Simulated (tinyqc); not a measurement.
Raman shift of the zone-centre optical phonon of a diamond-structure crystal under stress. Changing the local temperature T. Computed by tinyqc, a small Python program. Command: `OMP_NUM_THREADS=1 python tinyqc.py 3013621 3013622 out.jsonl ramanstress sweep`. One thread of a shared host (Intel(R) Xeon(R) Processor @ 2.30GHz), about 0.01 s of CPU time with the checks.

Axes x, y, z are the cube axes. Strain shifts the threefold optical mode and can split it; p, q and r are the phonon deformation potentials.

Inputs (values chosen for the exercise, modelled on germanium):

| quantity | value | unit |
|---|---|---|
| unstrained frequency omega_0 | 300.3 | 1/cm |
| p/omega_0^2 | -1.53 | - |
| q/omega_0^2 | -1.85 | - |
| r/omega_0^2 | -1.14 | - |
| C11 | 127 | GPa |
| C12 | 47.59 | GPa |
| C44 | 67.1 | GPa |
| stress sigma (tension positive) | -0.14 | GPa |
| polarisation angle phi | 60 | degree |
| temperature coefficient d omega/dT | -0.015 | 1/(cm K) |
| laser wavelength | 457.9 | nm |

Stress state: hydrostatic. Axis: none.

Constants: h = 6.62607015e-34 J s; c = 299792458 m/s; k_B = 1.380649e-23 J/K.

Method:
- S11 = (C11 + C12)/D, S12 = -C12/D, D = (C11 - C12)(C11 + 2 C12), S44 = 1/C44.
- Hydrostatic stress: sigma_ij = sigma delta_ij.
- eps_xx = S11 sigma_xx + S12 (sigma_yy + sigma_zz), and cyclic; eps_xy = S44 sigma_xy/2 (tensor strain).
- Secular matrix: M_xx = p eps_xx + q (eps_yy + eps_zz), M_xy = 2 r eps_xy; its eigenvalues are omega^2 - omega_0^2, and the shifts are these over 2 omega_0.
- Backscattering from a (001) surface: incident polarisation (cos phi, sin phi, 0). With Raman tensors (R_z)_xy = (R_z)_yx = 1 and cyclic, only the z component u_z of a mode counts: I = u_z^2 sin^2(2 phi) for parallel and u_z^2 cos^2(2 phi) for crossed polarisers. An unresolved line sits at the intensity-weighted shift, which is M_zz/(2 omega_0).
- A temperature above 300 K shifts the line by (d omega/dT)(T - 300 K); divided by the shift per stress it poses as a stress; the total shift adds it to the shift of the observed line. The anti-Stokes to Stokes ratio is [(omega_L + omega_0)/(omega_L - omega_0)]^3 exp(-h c omega_0/(k_B T)) in photon counts, omega_L = 1/wavelength, resonance effects left out.

One run for each value:

| local temperature T (K) | anti-Stokes/Stokes ratio | total shift (1/cm) | apparent stress from heating (GPa) |
|---|---|---|---|
| 300 | 0.25725 | 0.4948 | 0.0000 |
| 330 | 0.29324 | 0.0448 | 0.1273 |
| 370 | 0.33782 | -0.5552 | 0.2971 |
| 420 | 0.38821 | -1.3052 | 0.5093 |
| 480 | 0.44148 | -2.2052 | 0.7639 |
| 560 | 0.50206 | -3.4052 | 1.1034 |
| 650 | 0.55866 | -4.7552 | 1.4854 |
| 750 | 0.61044 | -6.2552 | 1.9098 |

Describe and explain the trends.

Over the rows, anti-Stokes/Stokes ratio rises from 0.257 to 0.610 (exponent d ln y / d ln x 1.4 between the first rows and 0.62 between the last); total shift (1/cm) falls from 0.495 to -6.26; apparent stress from heating (GPa) rises from 0 to 1.91. The intensity ratio is a Boltzmann factor and does not involve the stress in this model, so it separates heating from stress.

Caution (all rows): this stress has components normal to the (001) face, so it cannot reach a free (001) surface; it can act on buried material.

Extremes, crossings and ranges named in words are read from the listed rows.
